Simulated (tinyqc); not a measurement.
What each parameter does: shallow donor in an anisotropic valley (effective-mass theory).

One valley: H = -c [(d2/dx2 + d2/dy2)/mt + (d2/dz2)/ml] - q/(eps r), c = hbar^2/2m0, q = e^2/(4 pi eps0). Trial function exp(-sqrt((x^2 + y^2)/a^2 + z^2/b^2)) with a > b: T = (c/3)(2/(mt a^2) + 1/(ml b^2)), V = -(q/eps) atan(u/b)/u, u = sqrt(a^2 - b^2). The central cell of the impurity is left out.

Constants: hbar^2/2m0 = 3.80998211 eV angstrom^2; e^2/(4 pi eps0) = 14.39964547 eV angstrom.

Parameters, chosen for this exercise (out of a larger set: near those of a group-V donor in Si; not measured data): ml = 0.926 m0 (longitudinal mass); mt = 0.187 m0 (transverse mass); eps = 11.2 (dielectric constant).

The minimum of the trial energy.

Results for these values:

| case | E (meV) | a (angstrom) | b (angstrom) | b/a |
|---|---|---|---|---|
| base | -31.97 | 23.61 | 13.43 | 0.569 |

What happens to each result for ml = 1.157 m0, all else kept?

Answer: E falls from -31.97 to -33.66; a falls from 23.61 to 22.83; b falls from 13.43 to 12.02; b/a falls from 0.569 to 0.526.

The same for each parameter in turn:

| case | E (meV) | a (angstrom) | b (angstrom) | b/a |
|---|---|---|---|---|
| base | -31.97 | 23.61 | 13.43 | 0.569 |
| ml = 1.157 m0 | -33.66 | 22.83 | 12.02 | 0.526 |
| mt = 0.206 m0 | -34.41 | 21.76 | 12.80 | 0.588 |
| eps = 10.1 | -39.31 | 21.29 | 12.11 | 0.569 |

eps only rescales the solution (E as 1/eps^2, lengths as eps), so b/a depends on ml/mt alone.

Program tinyqc; command `OMP_NUM_THREADS=1 python tinyqc.py 1250765 1250766 out.jsonl`; about 0.01 s on one thread of a shared Intel(R) Xeon(R) Processor @ 2.30GHz.
